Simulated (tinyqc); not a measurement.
# Order-disorder in a binary alloy on two sublattices: Bragg-Williams and pair (quasi-chemical) approximations, step by step

A worked calculation. Computed by tinyqc, a small Python program that keeps every step. Command: `OMP_NUM_THREADS=1 python tinyqc.py 3011219 3011220 out.jsonl order walk`. One thread of a shared host (Intel(R) Xeon(R) Processor @ 2.30GHz), about 0.01 s of CPU time with the checks. Intermediate numbers are printed to about 7 digits and carried at full precision; extremes and crossings named in words are read from the listed rows.

All z = 8 neighbours of a site lie on the other sublattice. B fills the sublattices with x + eta/2 and x - eta/2; energies are per site, from the pure components: u = -z w y with y the probability of an A-B bond taken in one order.

Inputs (values chosen for the exercise, for a model alloy): ordering energy w = (e_AA + e_BB)/2 - e_AB = 56.7 meV; fraction x of B = 0.5; temperature T = 2080 K.

Lattice: bcc (B2 order, z = 8). Method: Newton steps.

scattering factors f_A, f_B (electrons): [12, 78]

Constants: k_B = 8.617333262e-05 eV/K.

## Critical temperatures

Bragg-Williams: k_B T_c = 2 z w x (1 - x). Pair approximation at x = 1/2: k_B T_c = w/ln(z/(z - 2)).

T_c, Bragg-Williams = 2631.905 K

T_c, pair approximation at x = 1/2 = 2287.164 K

At x = 1/2 the pair value is 0.869 of the Bragg-Williams one; the ratio tends to 1 as z grows.

## Long-range order, Bragg-Williams

Bragg-Williams: u = -z w [x (1 - x) + eta^2/4]; minimising f gives ln[a (1 - b)/(b (1 - a))] = 2 z w eta/(k_B T) =: ln Q, a = x + eta/2, b = x - eta/2. For given Q this is a quadratic for eta, (Q - 1) eta^2/4 - (Q + 1) eta/2 + (Q - 1) x (1 - x) = 0, smaller root: the map eta -> phi(eta). Newton steps on phi(eta) - eta, with the slope by central differences of 1e-6; start at 0.999 times 2x; stop when |phi - eta| < 1e-10.

Iteration:
```
step        eta   phi(eta)      phi - eta
1     0.9990000  0.8521832  -1.468168e-01
2     0.7743621  0.7529925  -2.136963e-02
3     0.7270952  0.7259077  -1.187489e-03
4     0.7241370  0.7241322  -4.816149e-06
5     0.7241249  0.7241249  -8.068246e-11
```

order parameter eta = 0.7241249

last residual = 8.068246e-11

Converged: eta is 72.4 % of its largest value 2x. Caution: T is near or above the T_c of the better pair approximation, so the true long-range order is lower than Bragg-Williams gives.

## Energy, entropy and site fractions

a = x + eta/2, b = x - eta/2; u = -z w [x (1 - x) + eta^2/4]; s/k_B = [s2(a) + s2(b)]/2, s2(c) = -c ln c - (1 - c) ln(1 - c); gain on ordering = f(eta) - f(0), f = u - T s. Superlattice over fundamental intensity = [eta (f_B - f_A)/2]^2/[(1 - x) f_A + x f_B]^2.

B fraction on its own sublattice = 0.8620624

B fraction on the A sublattice = 0.1379376

energy u = -172.8621 meV/site

entropy s = 0.4012018 k_B/site

gain on ordering = -7.133624 meV/site

intensity ratio = 0.2819875

The antisite fraction is 0.1379; the dilute estimate exp(-z w/(k_B T)) gives 0.0796.

## Short-range order at the Bragg-Williams T_c

Quasi-chemical disordered state, with T here the Bragg-Williams T_c and not the input T: y^2/[(1 - x - y)(x - y)] = exp(2 w/(k_B T)) =: E, so y = 2 x (1 - x)/(1 + r), r = sqrt(1 - 4 x (1 - x)(1 - 1/E)); Warren-Cowley alpha = 1 - y/(x (1 - x)); u = -z w y.

bond probability y = 0.2810883

alpha of the disordered state at the Bragg-Williams T_c = -0.1243530

energy of the disordered state = -127.5016 meV/site

Short-range order already holds 12 % of the full ordering energy z w x^2, counted from the random alloy at -z w x (1 - x); Bragg-Williams puts none there.

## Both approximations at x = 1/2

At x = 1/2 the alloy is an Ising model with K = w/(2 k_B T). Bragg-Williams: eta = tanh(z K eta), neighbour correlation -eta^2. Pair: h = (z - 1) artanh(tanh K tanh h), eta = tanh(z h/(z - 1)), correlation -(tanh K + tanh^2 h)/(1 + tanh K tanh^2 h). T is given in units of the Bragg-Williams T_c at x = 1/2, z w/(2 k_B).

Order and neighbour correlation:
```
T/T_c     T (K)  eta, Bragg-Williams  correlation, Bragg-Williams  eta, pair  correlation, pair
0.30    789.571            0.9974138                   -0.9948343  0.9973403         -0.9947177
0.45   1184.357            0.9739759                   -0.9486290  0.9709569         -0.9443358
0.55   1447.548            0.9355293                   -0.8752150  0.9225255         -0.8584745
0.65   1710.738            0.8720654                   -0.7604980  0.8317077         -0.7152185
0.75   1973.929            0.7755163                   -0.6014256  0.6664152         -0.5027037
0.85   2237.119            0.6295015                   -0.3962721  0.2892691         -0.2089538
0.95   2500.309            0.3794852                   -0.1440090  0.0000000         -0.1308248
1.10   2895.095            0.0000000                    0.0000000  0.0000000         -0.1131497
1.50   3947.857            0.0000000                    0.0000000  0.0000000         -0.0831410
```

The pair approximation loses long-range order between T/T_c = 0.85 and 0.95, at 2287 K, and keeps a correlation of -0.083 in the last row. At its own T_c the correlation is -1/(z - 1) = -0.143, so the fewer the neighbours, the more of the ordering energy is released above T_c.

Checks made by the program: eta against bracketed root finding (relative difference 3e-10).
